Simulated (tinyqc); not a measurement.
# Changing the shift s of the chemical potential

Model: self-consistent Fermi level with native defects, at growth and after a quench. Computed by tinyqc, a small Python program. Command: `OMP_NUM_THREADS=1 python tinyqc.py 3015830 3015831 out.jsonl scfermi sweep`. One thread of a shared host (Intel(R) Xeon(R) Processor @ 2.30GHz), about 0.1 s of CPU time with the checks.

Energies are counted from the top of the valence band (VBM); when the gap shrinks with temperature the conduction band moves and the levels stay. The added dopant is taken as fully ionised. D and A draw on one reservoir with opposite signs, as the two vacancies of a compound do.

Inputs (values chosen for the exercise, with bands modelled on 4H-SiC):
```
quantity                                value   unit
gap E_g at 300 K                         3.28     eV
slope -dE_g/dT above 300 K            0.00031   eV/K
electron mass m_e                        0.39    m_0
valleys M_c                                 3      -
hole mass m_h                            2.06    m_0
E_f of the neutral native donor D       2.014     eV
E_f of the neutral native acceptor A    4.189     eV
site density N_s                        4e+22  cm^-3
dopant density N_X                    1.6e+19  cm^-3
growth temperature T_g                   1470      K
temperature of use T                      400      K
```

Added shallow dopant: donor.

levels of D above the VBM, most positive state first (eV): 2.41  2.62

levels of A above the VBM, (0/-1) first (eV): 0.33  1.97

Constants: m_0 = 9.1093837015e-31 kg; k_B = 1.380649e-23 J/K; h = 6.62607015e-34 J s; k_B = 8.617333262e-05 eV/K.

Method:
- E_f(D, 0) = input + s and E_f(A, 0) = input - s; E_f(q, E_F = 0) follows from the levels, eps(q/q-1) = E_f(q - 1) - E_f(q) at E_F = 0.
- E_g(T) = E_g - slope x max(0, T - 300 K).
- N_c = 2 M_c (2 pi m_e k_B T/h^2)^(3/2) and N_v = 2 (2 pi m_h k_B T/h^2)^(3/2), masses in units of m_0.
- At growth T = T_g.
- n = N_c F_1/2((E_F - E_g)/k_B T), p = N_v F_1/2(-E_F/k_B T).
- F_1/2(eta) = (2/sqrt(pi)) int_0^infinity sqrt(x)/(1 + exp(x - eta)) dx, by the trapezoid rule in t = sqrt(x) with step 0.02 up to t = 12 (for eta < -12 by exp(eta) - exp(2 eta)/2^(3/2)).
- In equilibrium c_q = N_s exp(-(E_f(q, 0) + q E_F)/k_B T).
- Net charge = p - n + sum q c_q + N_X; the log ratio is ln(positive charge/negative charge).
- E_F is the root of the log ratio, by 50 bisections between -0.5 eV and E_g + 0.5 eV.
- After a quench the totals of D and A stay as grown, and each is shared among its charge states with weights exp(-(E_f(q, 0) + q E_F)/k_B T).

One run for each value; columns: (1) shift s of the chemical potential (eV); (2) E_F at growth (eV); (3) total D (cm^-3); (4) total A (cm^-3); (5) E_F after the quench (eV); (6) n after the quench (cm^-3); (7) p after the quench (cm^-3):
```
(1)      (2)        (3)        (4)    (5)        (6)        (7)
-0.60  2.608  1.320e+18  1.536e+16  3.236  1.597e+19  1.920e-21
-0.45  2.603  4.153e+17  4.625e+16  3.236  1.591e+19  1.929e-21
-0.30  2.600  1.293e+17  1.438e+17  3.236  1.571e+19  1.958e-21
-0.15  2.595  4.076e+16  4.320e+17  3.234  1.514e+19  2.047e-21
0.00   2.582  1.346e+16  1.150e+18  3.230  1.370e+19  2.302e-21
0.15   2.555  4.896e+15  2.452e+18  3.222  1.110e+19  2.936e-21
0.30   2.511  2.063e+15  4.057e+18  3.208  7.886e+18  4.298e-21
0.45   2.455  1.036e+15  5.498e+18  3.192  5.004e+18  7.022e-21
0.60   2.390  6.239e+14  6.572e+18  3.171  2.856e+18  1.263e-20
```

Describe and explain the trends.

Over the rows, E_F at growth (eV) falls from 2.61 to 2.39; total D (cm^-3) falls from 1.32e18 to 6.24e14; total A (cm^-3) rises from 1.54e16 to 6.57e18. Raising s makes D costlier and A cheaper.
